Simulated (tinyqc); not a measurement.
Inside a calculation. Method: empirical pseudopotential in a few plane waves. One step of it, computed by the program tinyqc.

Question. Levels at G. Diagonalise the Hermitian matrix.

H(k) at G (eV), lower triangle:
```
           +0+0+0     -1-1-1     -1-1+1     -1+1-1     -1+1+1     +1-1-1     +1-1+1     +1+1-1
+0+0+0   0.000000
-1-1-1   2.299342  11.016508
-1-1+1  -2.299342   0.000000  11.016508
-1+1-1  -2.299342   0.000000   0.163268  11.016508
-1+1+1  -2.299342  -0.163268   0.000000   0.000000  11.016508
+1-1-1  -2.299342   0.000000   0.163268   0.163268   0.000000  11.016508
+1-1+1  -2.299342  -0.163268   0.000000   0.000000   0.163268   0.000000  11.016508
+1+1-1  -2.299342  -0.163268   0.000000   0.000000   0.163268   0.000000   0.163268  11.016508
+1+1+1   2.299342   0.000000  -0.163268  -0.163268   0.000000  -0.163268   0.000000   0.000000
-2+0+0   0.000000  -2.299342  -2.299342  -2.299342   2.299342   0.365586  -0.365586  -0.365586
+0-2+0   0.000000  -2.299342  -2.299342   0.365586  -0.365586  -2.299342   2.299342  -0.365586
+0+0-2   0.000000  -2.299342   0.365586  -2.299342  -0.365586  -2.299342  -0.365586   2.299342
+0+0+2   0.000000  -0.365586   2.299342  -0.365586  -2.299342  -0.365586  -2.299342   0.365586
+0+2+0   0.000000  -0.365586  -0.365586   2.299342  -2.299342  -0.365586   0.365586  -2.299342
+2+0+0   0.000000  -0.365586  -0.365586  -0.365586   0.365586   2.299342  -2.299342  -2.299342

           +1+1+1     -2+0+0     +0-2+0     +0+0-2     +0+0+2     +0+2+0     +2+0+0
+1+1+1  11.016508
-2+0+0  -0.365586  14.688678
+0-2+0  -0.365586   0.163268  14.688678
+0+0-2  -0.365586   0.163268   0.163268  14.688678
+0+0+2  -2.299342  -0.163268  -0.163268   0.000000  14.688678
+0+2+0  -2.299342  -0.163268   0.000000  -0.163268   0.163268  14.688678
+2+0+0  -2.299342   0.000000  -0.163268  -0.163268   0.163268   0.163268  14.688678
```

Give: eigenvalues.

Answer.

eigenvalues (eV): -2.930  6.456  7.107  7.107  7.107  10.853  10.853  10.853  14.362  14.362  14.436  18.435  18.435  18.435  20.392
